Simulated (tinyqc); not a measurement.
Bound state in one dimension: Numerov shooting, finite differences, DVR, step by step. Computed by tinyqc, a small Python program that keeps every step. Settings: points = 96. Command: `OMP_NUM_THREADS=1 python tinyqc.py 22501 22502 out.jsonl` (the two numbers bound the seeds that draw the settings). One thread of a shared host (Intel(R) Xeon(R) Processor @ 2.60GHz), about 0.01 s of CPU time with the checks.

## Numerov steps at E = -12.68

One particle of mass 1 in V = -12.94 exp(-x^2/1.62^2) (atomic units), psi = 0 at both ends:
```
parameter,value
left end,-7
right end,7
intervals,96
h,0.145833
state sought (nodes),0
```

k_i = 2 m (E - V_i); (1 + h^2 k_(i+1)/12) y_(i+1) = 2 (1 - 5 h^2 k_i/12) y_i - (1 + h^2 k_(i-1)/12) y_(i-1), from y_0 = 0, y_1 = 0.001.

Points along the way:
```
i,x,V,k,y
0,-7.000000,-1.01e-07,-25.360000,0.000000
1,-6.854167,-2.18e-07,-25.360000,0.001000
2,-6.708333,-4.62e-07,-25.359999,0.002565
3,-6.562500,-9.66e-07,-25.359998,0.005578
4,-6.416667,-1.99e-06,-25.359996,0.011741
5,-6.270833,-4.02e-06,-25.359992,0.024534
32,-2.333333,-1.625434,-22.109131,8927683.100900
33,-2.187500,-2.089636,-21.180728,1.78e+07
34,-2.041667,-2.643218,-20.073563,3.49e+07
35,-1.895833,-3.289703,-18.780594,6.73e+07
36,-1.750000,-4.028483,-17.303034,1.27e+08
37,-1.604167,-4.853864,-15.652272,2.35e+08
```

## Bisection on the node count

With more sign changes than the state has nodes (the last point included) the energy is too high, else too low; the bracket starts as -12.68 to -0.05.

Trials:
```
trial,E,sign changes,y at the right end,next
1,-6.36500000,2,9.15e+12,lower
2,-9.52250000,1,-1.43e+18,lower
3,-11.10125000,1,-1.26e+20,lower
4,-11.89062500,0,2.46e+21,raise
5,-11.49593750,0,7.90e+19,raise
6,-11.29859375,1,-1.06e+20,lower
7,-11.39726562,1,-4.61e+19,lower
8,-11.44660156,0,6.07e+18,raise
9,-11.42193359,1,-2.23e+19,lower
10,-11.43426758,1,-8.73e+18,lower
11,-11.44043457,1,-1.49e+18,lower
12,-11.44351807,0,2.25e+18,raise
13,-11.44197632,0,3.72e+17,raise
14,-11.44120544,1,-5.60e+17,lower
...,...,...,...,...
29,-11.44166891,0,1.99e+13,raise
30,-11.44166890,0,5.64e+12,raise
31,-11.44166890,1,-1.48e+12,lower
```

eigenvalue = -11.44166890 hartree

## The same grid by other methods

Three-point finite differences and the sine-DVR kinetic matrix of Colbert and Miller on the same points.

Lowest levels (hartree):
```
state,finite differences,DVR
0,-11.447254,-11.441623
1,-8.621057,-8.596654
2,-6.119803,-6.067097
```
